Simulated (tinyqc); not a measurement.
# MOS capacitor on a p-type substrate, surface potential from the exact charge relation, step by step

Program tinyqc, `OMP_NUM_THREADS=1 python tinyqc.py 2060157 2060158 out.jsonl`; Intel Xeon 2.30GHz, shared host, one thread, about 0.01 s. Printed values are rounded.

Uniform p-type substrate, Boltzmann statistics, full ionisation, classical densities. psi is the surface potential against the body (positive when the bands bend down) and u = psi/Vt. Traps are spread evenly over the gap and neutral at flat band, so their charge is -q Dit psi; the minority quasi-Fermi level is shifted by Vb.

Values chosen for this exercise; band and dielectric values close to those of germanium: temperature T = 300 K; band gap Eg = 0.662 eV; relative permittivity eps_r = 16.2; conduction-band density of states at T Nc = 1.03e19 cm^-3; valence-band density of states at T Nv = 5.96e18 cm^-3; electron affinity chi = 4.08 eV; acceptor density of the substrate N = 1.5e17 cm^-3; relative permittivity of the gate insulator (close to hafnium oxide) eox = 22.6; insulator thickness tox = 15 nm; gate work function phiM = 4.41 eV; fixed charge at the interface, in units of q Nf = -3.6e10 cm^-2; density of interface traps Dit = 0 cm^-2 eV^-1; reverse bias of the inversion layer against the body Vb = 0 V; gate voltage against the body Vg = 0.69 V.

Constants: q = 1.602176634e-19 C, kB = 1.380649e-23 J/K, Vt = kB T/q, eps0 = 8.8541878128e-14 F/cm where lengths are in cm. Results are converted to the units shown.

Range of the model: At this gate voltage the surface density exceeds 0.3 of the band density of states, so degeneracy and confinement would lower the charge and capacitance.

## Flat band, threshold and scales

ni = sqrt(Nc Nv) exp(-Eg/(2 Vt)), Eg in volts; phiF = Vt ln(N/ni); Cox = eps0 eox/tox; Vfb = phiM - chi - (Eg - Vt ln(Nv/N)) - q Nf/Cox; Q0 = sqrt(2 eps0 eps_r q N Vt); r = (ni/N)^2 exp(-Vb/Vt); VT = Vfb + [(2 phiF + Vb)(1 + q Dit/Cox) + sqrt(2 eps0 eps_r q N (2 phiF + Vb))/Cox].

ni = 2.15519e13 cm^-3
phiF = 0.228737 V
Cox = 1.33403 uF/cm^2
Vfb = -0.232484 V
Q0 = 42.2177 nC/cm^2
r = 2.06438e-8
VT = 0.358115 V

## Starting value

psi = Vg - Vfb, limited to the range from -4 Vt to +(2 phiF + Vb + 4 Vt).

psi at the start = 0.560881 V

## Iteration 1: Newton step for the surface potential

u = psi/Vt; F^2 = exp(-u) + u - 1 + r (exp(u) - u - 1); Qs = -sign(u) Q0 F; Cs = -dQs/dpsi = (Q0/Vt) |1 - exp(-u) + r (exp(u) - 1)|/(2 F). f = Vfb + psi + (q Dit psi - Qs)/Cox - Vg, f' = 1 + (Cs + q Dit)/Cox, psi(new) = psi - f/f'.

u = 21.6958
F = 8.67721
Qs = -366.332 nC/cm^2
Cs = 5.23180 uF/cm^2
f = -0.0869979 V
f' = 4.92179
psi after iteration 1 = 0.578557 V

## Iteration 2: Newton step for the surface potential

As before.

u = 22.3796
F = 11.3822
Qs = -480.529 nC/cm^2
Cs = 7.83186 uF/cm^2
f = 0.0162808 V
f' = 6.87082
psi after iteration 2 = 0.576188 V

## Course of the Newton iteration

Stop when the step is below 1e-10 V, or after 60 iterations.

Course of the iteration:
```
iteration  psi before the step (V)     f (V)   step (V)
1                         0.560881   -0.0870     0.0177
2                         0.578557    0.0163   -2.37e-3
3                         0.576188   3.58e-4   -5.45e-5
4                         0.576133   1.84e-7   -2.80e-8
5                         0.576133  4.77e-14  -7.33e-15
```

Converged in 5 iterations.

## Charges, field and capacitances at the solution

converged psi = 0.576133 V

u = psi/Vt; F^2 = exp(-u) + u - 1 + r (exp(u) - u - 1); Qs = -sign(u) Q0 F; Cs = -dQs/dpsi = (Q0/Vt) |1 - exp(-u) + r (exp(u) - 1)|/(2 F). Low frequency: 1/C_LF = 1/Cox + 1/(Cs + q Dit). High frequency, in the simple estimate in which traps and minority carriers do not follow: 1/C_HF = 1/Cox + 1/Cd, Cd being Cs with r = 0 at the same psi. Minority sheet density N_inv = (Q0/(2 q)) int_0^u r (exp(t) - 1)/F(t) dt for u > 0. Oxide field |Qs - q Dit psi + q Nf|/(eps0 eox).

Qs = -462.043 nC/cm^2
N_inv = 1.70078e12 cm^-2
oxide field = 0.233783 MV/cm
Cs = 7.42284 uF/cm^2
C_LF/Cox = 0.847659
C_HF/Cox = 0.117127

The surface is in strong inversion (borders at |psi| = 0, phiF + Vb and 2 phiF + Vb = 0.457 V). Minority carriers make up 59.0 % of Qs.
